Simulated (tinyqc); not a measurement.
Fermi-level pinning at a metal contact (Cowley-Sze model): one step of the calculation.

Interface states of density Ds lie behind a thin layer of thickness dl. Neglecting the depletion charge, the barrier for electrons is phi = S (pM - chi) + (1 - S) E0 with S = 1/(1 + q Ds dl/(eps0 ei)); the barrier for holes is Eg - phi.

Task. Barrier. Also the charge in the states, Ds (phi - E0), and the drop across the layer, pM - chi - phi.

Values chosen for this exercise; material values close to those of silicon: band gap Eg = 1.1 eV; electron affinity chi = 4.01 eV; density of interface states Ds = 1.7e13 cm^-2 eV^-1; depth of their neutrality level below the conduction edge E0 = 0.84 eV; thickness of the interface layer dl = 0.49 nm; its relative permittivity ei = 3.8; metal work function pM = 4.58 eV.

Constants: q = 1.602176634e-19 C, eps0 = 8.8541878128e-14 F/cm where lengths are in cm. Results are converted to the units shown.

Give: S; phi; barrier for holes; charge in the states; drop across the layer.

Result.

S = 0.71599
phi = 0.64668 eV
barrier for holes = 0.45332 eV
charge in the states = -3.2864e12 cm^-2
drop across the layer = -0.076682 V

Computed by the program tinyqc: `OMP_NUM_THREADS=1 python tinyqc.py 2430069 2430070 out.jsonl`, one thread of a shared Intel Xeon 2.30GHz, about 0.01 s for the whole run.
